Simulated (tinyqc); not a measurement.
# Ballistic conductance of a ribbon with a Dirac band by counting modes: thermal smearing

Subband edges E_n = hbar v pi |n + al|/W for all integers n (the walls mix the two valleys, so no further valley factor enters); only conduction subbands count, the valence ones being far below Ef. Every mode transmits fully; spin gives the factor 2 in 2 q^2/h.

G = (2 q^2/h) M; at zero temperature M counts the edges below Ef, at T it is the sum of degeneracy times f. The smooth (Sharvin) count is 2 Ef W/(pi hbar v). f = 1/(1 + exp((E_n - Ef)/Vt)).

Inputs (values chosen for the exercise):
- v = 8.1e5 m/s (Dirac velocity)
- al = 0 (offset of the transverse quantisation)
- Ef = 0.204 eV (Fermi energy above the Dirac point)
- W = 12 nm (width)

Constants: q = 1.602176634e-19 C, kB = 1.380649e-23 J/K, hbar = 1.054571817e-34 J s, h = 6.62607015e-34 J s, Vt = kB T/q. Results are converted to the units shown.

Thermal smearing:
```
T (K)	kB T (meV)	M at T	G (uS)
2	0.17235	3.0000	232.44
10	0.86173	3.0000	232.44
30	2.5852	3.0000	232.44
77	6.6353	2.9999	232.44
150	12.926	2.9923	231.85
220	18.958	2.9725	230.32
300	25.852	2.9509	228.64
```

What does the comparison show?

M at T falls from 3.00 to 2.95; the integer count is 3. The edge nearest to Ef lies 64.4 meV from it, and M stays within 0.01 of the integer up to 150 K among the rows.

tinyqc, about 0.06 s, one thread, Intel Xeon 2.30GHz (shared host): `OMP_NUM_THREADS=1 python tinyqc.py 2740102 2740103 out.jsonl`
